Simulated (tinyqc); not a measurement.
Van der Pauw, Hall and four-point-probe measurements on a doped layer: correction factor against the shape of the sample.

A uniform n-type layer with sheet resistance Rs = 1/(q ns mu), point contacts, low field (mu B small).

Rs = 1/(q ns mu). For a rectangle with contacts at the corners, RA = (8 Rs/pi) sum_(k>=0) ln coth((2k + 1) pi a/(2 b)) with current along a short side b and voltage along the opposite one, RB the same with a and b exchanged. ar = a/b. F = Rs/[(pi/ln 2)(RA + RB)/2]; small-asymmetry estimate 1 - (ln 2/2) d^2 - ((ln 2)^2/4 - (ln 2)^3/12) d^4 with d = (RB - RA)/(RB + RA).

Inputs (values chosen for the exercise):

| symbol | value | unit | meaning |
|---|---|---|---|
| ns | 7.5e13 | cm^-2 | sheet density of the layer |
| mu | 490 | cm^2/(V s) | drift mobility |

Constants: q = 1.602176634e-19 C. Results are converted to the units shown.

Result of one run:
```
ar,RA (ohm),RB (ohm),RB/RA,F,estimate of F
1.86,2.508,167.3,66.70,0.4415,0.5917
```

What becomes of these results when the side ratio a/b of a rectangular sample with corner contacts ar is changed from 1.86 to 1.57, all else the same?

Result of the changed run:
```
ar,RA (ohm),RB (ohm),RB/RA,F,estimate of F
1.57,6.237,119.8,19.22,0.5944,0.6577
```

The whole series:
```
ar,RA (ohm),RB (ohm),RB/RA,F,estimate of F
1,37.47,37.47,1.000,1.000,1.000
1.14,24.10,55.27,2.293,0.9442,0.9444
1.29,15.04,76.52,5.089,0.8185,0.8249
1.43,9.683,97.74,10.09,0.6977,0.7254
1.57,6.237,119.8,19.22,0.5944,0.6577
1.71,4.017,142.5,35.48,0.5114,0.6167
1.86,2.508,167.3,66.70,0.4415,0.5917
2,1.615,190.6,118.0,0.3899,0.5787
```

RB/RA rises from 1.00 to 118 and F falls from 1.00 to 0.390. The estimate is 0.78 % above F at a/b = 1.29 and 48 % above it in the last row. RA shrinks about as exp(-pi a/b): by a factor of 1.55 between the last two rows, against 1.55.

Computed by the program tinyqc: `OMP_NUM_THREADS=1 python tinyqc.py 2850217 2850218 out.jsonl`, one thread of a shared Intel Xeon 2.30GHz, about 0.01 s for the whole run.
